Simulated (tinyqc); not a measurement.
Strain: hole subbands of a hard-walled well, four-band Luttinger model.

Hole energies are counted downwards from the unstrained band edge, c = hbar^2/2m0. After the usual block transformation one block is H = [[P + Q - Zs, R - i S], [R + i S, P - Q + Zs]] in (heavy, light), with P +/- Q = c [(g1 +/- g2) k^2 + (g1 -/+ 2 g2) kz^2], R = sqrt(3) c gR k^2, S = 2 sqrt(3) c g3 k kz, kz = -i d/dz; axial approximation gR = (g2 + g3)/2. Zs = b (e_par - e_perp) is the shear part of the strain (the hydrostatic part shifts all levels alike and is left out). Basis sqrt(2/L) sin(n pi z/L), n = 1 to N, for each component: kz^2 gives (n pi/L)^2 and the heavy-light block is R delta_nm - 2 sqrt(3) c g3 k D_nm with D_nm = 4 n m/(L (n^2 - m^2)) for n + m odd, 0 otherwise. The other block has the same levels. The split-off band is left out, a severe simplification for a spin-orbit splitting near 0.11 eV.

Constants: hbar^2/2m0 = 3.80998211 eV angstrom^2.

Values chosen for the exercise (near those of InP; the results hold for these values, not for the real material):
- g1 = 5.08 (Luttinger gamma1)
- g2 = 1.6 (gamma2)
- g3 = 2.1 (gamma3)
- L = 65 angstrom (well width along [001])
- Zlist = (-0.0604, -0.0424, -0.0194, -0.0074, 0, 0.0215, 0.0463) eV (shear strain energies (negative: tension in the plane, for b < 0))

N = 20. dE is the rise of the top subband from k = 0 to k1 = pi/(4L), m1 = c k1^2/dE (dash if dE is not positive), and the heavy weight is taken at k = pi/L.

Top subband:

| Zs (eV) | HH1 (meV) | LH1 (meV) | dE (meV) | heavy weight | m1 (m0) |
|---|---|---|---|---|---|
| -0.0604 | 77.1 | 13.3 | 0.148 | 0.156 | 3.758 |
| -0.0424 | 59.1 | 31.3 | -0.617 | 0.229 | - |
| -0.0194 | 36.1 | 54.3 | 2.650 | 0.385 | 0.210 |
| -0.0074 | 24.1 | 66.3 | 2.869 | 0.501 | 0.194 |
| 0.0000 | 16.7 | 73.7 | 2.932 | 0.580 | 0.190 |
| 0.0215 | -4.8 | 95.2 | 3.054 | 0.787 | 0.182 |
| 0.0463 | -29.6 | 120.0 | 3.147 | 0.902 | 0.177 |

HH1 and LH1 cross at Zs = -2 c g2 (pi/L)^2 = -0.0285 eV; for more negative Zs the light hole is on top. Among the rows with HH1 on top, m1 goes from 0.210 to 0.177 m0 as the splitting widens from 18 to 150 meV, against the unmixed 1/(g1 + g2) = 0.150: compression lightens the holes here. A dash marks a top subband whose hole energy at k1 lies below that at k = 0: an electron-like (negative) mass. m1 describes the neighbourhood of k = 0 only; where HH1 and LH1 lie close, the band may peak further out.

tinyqc: `OMP_NUM_THREADS=1 python tinyqc.py 1252610 1252611 out.jsonl`; about 0.09 s, one thread, shared Intel(R) Xeon(R) Processor @ 2.30GHz.
